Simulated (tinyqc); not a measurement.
Inside a calculation. Method: Hubbard ring of 6 sites. One step of it, computed by the program tinyqc.

Task: Mean-field iteration 3. H(up) = T + U n(down), H(down) = T + U n(up); fill the lowest levels; n(new) = n + mixing (n(out) - n); E = tr T (rho up + rho down) + U sum n_up n_down of the output.

one-body matrix (hopping and site energies) (eV):
```
,1,2,3,4,5,6
1,-0.560000,-1.720000,0.000000,0.000000,0.000000,-1.720000
2,-1.720000,-0.700000,-1.720000,0.000000,0.000000,0.000000
3,0.000000,-1.720000,0.240000,-1.720000,0.000000,0.000000
4,0.000000,0.000000,-1.720000,-0.860000,-1.720000,0.000000
5,0.000000,0.000000,0.000000,-1.720000,0.020000,-1.720000
6,-1.720000,0.000000,0.000000,0.000000,-1.720000,-0.650000
```

U = 2.500000 eV

electrons, up and down: 3  3

mixing = 1

n(up) after iteration 2: 1 0.506832, 2 0.527447, 3 0.440588, 4 0.544518, 5 0.458812, 6 0.521803

n(down) after iteration 2: 1 0.506832, 2 0.527447, 3 0.440588, 4 0.544518, 5 0.458812, 6 0.521803

Give: levels, up; levels, down; energy; n(up) after iteration 3; n(down) after iteration 3.

Result:

levels, up (eV): -2.6268  -1.0147  -0.7988  2.4409  2.6967  4.2926

levels, down (eV): -2.6268  -1.0147  -0.7988  2.4409  2.6967  4.2926

energy = -12.6414 eV

n(up) after iteration 3: 1 0.4847, 2 0.5528, 3 0.4118, 4 0.5734, 5 0.4313, 6 0.5460

n(down) after iteration 3: 1 0.4847, 2 0.5528, 3 0.4118, 4 0.5734, 5 0.4313, 6 0.5460
